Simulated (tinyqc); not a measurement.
Worked calculation: Fermi-Dirac statistics of conduction electrons. Values are carried at full precision from step to step, so a last printed digit may differ when a step is redone from the rounded ones.

Constants: hbar^2/2m0 = 3.80998211 eV angstrom^2; kB = 8.617333262e-05 eV/K; e^2/(4 pi eps0) = 14.39964547 eV angstrom.

Values chosen for the exercise (near those of Si, lowest valleys alone; shifted at random, so the results belong to these values and not to a real crystal): m = 1.062 m0 (density-of-states mass of the conduction band); T = 77 K; n = 4.3e+17 1/cm^3 (electron density); eps = 11.8 (static dielectric constant); alpha = 0.45 1/eV (non-parabolicity).

## Reduced density

N = 2 (m kB T/(4 pi c))^(3/2) with c = hbar^2/2m0, in 1/angstrom^3; times 1e24 for 1/cm^3; u = n/Nc.

kT = 0.006635 eV
Nc = 3.5712e+18 1/cm^3
u = n/Nc = 0.120408

## Reduced Fermi level by five rules

F_j(eta) = (1/Gamma(j + 1)) integral_0^infinity x^j dx/(1 + exp(x - eta)), which tends to exp(eta) for eta << 0.

With u = n/Nc: Boltzmann eta = ln u; Joyce-Dixon eta = ln u + u/sqrt(8) - 4.95009e-3 u^2 + 1.48386e-4 u^3 - 4.42563e-6 u^4; Nilsson eta = ln u/(1 - u^2) + v/(1 + (0.24 + 1.08 v)^-2) with v = (3 sqrt(pi) u/4)^(2/3); fully degenerate limit eta = v; exact: F_1/2(eta) = u.

Find eta = (EF - Ec)/kT by each rule.

eta: Boltzmann -2.117, Joyce-Dixon -2.074, Nilsson -2.078, degenerate 0.295, exact -2.074

Against the exact value the errors are Boltzmann -0.042, Joyce-Dixon 0.000, Nilsson -0.004, degenerate limit +2.369 (in kT).

## Exact eta by Newton steps

Solve ln F_1/2(eta) = ln u from the Boltzmann value; dF_1/2/d eta = F_-1/2, so the step is -ln(F_1/2/u) F_1/2/F_-1/2. Stop below 1e-9.

Newton steps:
```
step        eta     F_1/2    F_-1/2  step taken
1     -2.116869  0.115594  0.111069      0.0425
2     -2.074404  0.120404  0.115504    3.43e-05
3     -2.074370  0.120408  0.115507    2.28e-11
```

Converged in 3 steps.

## Mean energy, Einstein relation and screening

eta = -2.07437

Mean kinetic energy <E> = (3/2) kT F_3/2/F_1/2; D/mu = (kT/e) F_1/2/F_-1/2; dn/dEF = (Nc/kT) F_-1/2; screening length L = (4 pi (e^2/(4 pi eps0)) (dn/dEF)/eps)^(-1/2), with dn/dEF in 1/(angstrom^3 eV) (1/cm^3 = 1e-24/angstrom^3).

F_-1/2, F_1/2, F_3/2: [0.1155, 0.1204, 0.1230]

<E> = 10.16 meV
D/mu = 6.92 mV
dn/dEF = 6.217e+19 1/(cm^3 eV)
L = 32.39 angstrom

The gas is nearly non-degenerate. D/mu is 1.042 times kT/e and <E> is 1.021 times (3/2) kT; the Debye formula, with n/kT in place of dn/dEF, would give L = 31.72 angstrom.

## Fermi level in the non-parabolic band

Non-parabolic band E (1 + alpha E) = c k^2/m: n = Nc (2/sqrt(pi)) integral_0^infinity sqrt(x (1 + a x)) (1 + 2 a x) dx/(1 + exp(x - eta)) with a = alpha kT and eta = (EF - Ec)/kT; a = 0 gives n = Nc F_1/2(eta).

Solve for eta at the same n.

a = 0.00299
eta = -2.086
EF - Ec = -13.84 meV

The extra states lower EF by 0.08 meV against the parabolic band.

## Checks

- Non-parabolic integral at a = 0 against F_1/2(2): both 2.823721.
- F_1/2(40) against the Sommerfeld form (4/(3 sqrt(pi))) eta^(3/2) (1 + pi^2/(8 eta^2)): both 190.45.

Computed by tinyqc, a small Python program: `OMP_NUM_THREADS=1 python tinyqc.py 1650527 1650528 out.jsonl` (the numbers bound the seed that draws the inputs); one thread of a shared host (Intel(R) Xeon(R) Processor @ 2.30GHz), about 0.01 s for the whole set of steps.
